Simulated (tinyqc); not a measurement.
Worked calculation: Jacobi rotations on a symmetric matrix. One step of it, computed by the program tinyqc.

Question. Jacobi rotation 2. Take the largest off-diagonal element A_pq; tan 2 theta = 2 A_pq / (A_qq - A_pp) with |theta| <= pi/4; A' = J^T A J with J_pp = J_qq = cos, J_pq = sin, J_qp = -sin.

A':
```
           1          2          3          4          5          6
1   1.908000   0.095812   0.135019  -0.725000  -0.132000  -1.120000
2   0.095812   0.658781   0.000000  -1.187607  -0.094044   0.602840
3   0.135019   0.000000   4.235219  -1.127057   0.903739  -0.314442
4  -0.725000  -1.187607  -1.127057   3.369000  -0.283000   0.692000
5  -0.132000  -0.094044   0.903739  -0.283000   3.423000  -0.226000
6  -1.120000   0.602840  -0.314442   0.692000  -0.226000   3.456000
```

Give: p, q, theta; A'.

Answer.

p, q, theta (rad): 2.0000  4.0000  -0.3598

A':
```
         1        2        3        4        5        6
1   1.9080  -0.1656   0.1350  -0.7123  -0.1320  -1.1200
2  -0.1656   0.2120  -0.3968   0.0000  -0.1877   0.8079
3   0.1350  -0.3968   4.2352  -1.0549   0.9037  -0.3144
4  -0.7123   0.0000  -1.0549   3.8158  -0.2318   0.4354
5  -0.1320  -0.1877   0.9037  -0.2318   3.4230  -0.2260
6  -1.1200   0.8079  -0.3144   0.4354  -0.2260   3.4560
```
